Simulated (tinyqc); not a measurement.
From results back to parameters: Wannier function of the lower band of a two-orbital chain. Four cases, with inputs chosen for the exercise.

Problem. A band E(k) = H0 + 2 H1 cos(ka) + 2 H2 cos(2ka) is known at k = 0, pi/2a and pi/a. The values come from hidden hoppings; c = hbar^2/2m0.

Constants: hbar^2/2m0 = 3.80998211 eV angstrom^2.
Find: H0, H1, H2; m0/m at k = 0.

Method. H0 = (E0 + 2 E1 + E2)/4, H1 = (E0 - E2)/4, H2 = (E0 - 2 E1 + E2)/8; the curvature at k = 0 gives m0/m = -(H1 + 4 H2) a^2/c.

Case 1.

Values chosen: a = 5.4 angstrom (period).

E (eV): 0 -2.0960, pi/2a -0.7800, pi/a -0.3600

Solution.

H0, H1, H2 (eV): -1.004  -0.434  -0.112

m0/m at k = 0 = 6.750

Case 2.

Values chosen: a = 4.6 angstrom (period).

E (eV): 0 -2.8350, pi/2a -1.4230, pi/a -0.3870

Solution.

H0, H1, H2 (eV): -1.517  -0.612  -0.047

m0/m at k = 0 = 4.443

Case 3.

Values chosen: a = 3.4 angstrom (period).

E (eV): 0 -3.3530, pi/2a -2.2390, pi/a -1.1970

Solution.

H0, H1, H2 (eV): -2.257  -0.539  -0.009

m0/m at k = 0 = 1.745

Case 4.

Values chosen: a = 3.2 angstrom (period).

E (eV): 0 -2.6610, pi/2a -2.0090, pi/a -0.4690

Solution.

H0, H1, H2 (eV): -1.787  -0.548  0.111

m0/m at k = 0 = 0.280

Computed by tinyqc, one run a case: `OMP_NUM_THREADS=1 python tinyqc.py N N+1 out.jsonl` with N = 1480043, 1480102, 1480156, 1480183; one thread of a shared Intel(R) Xeon(R) Processor @ 2.30GHz, about 0.3 s a run at most.
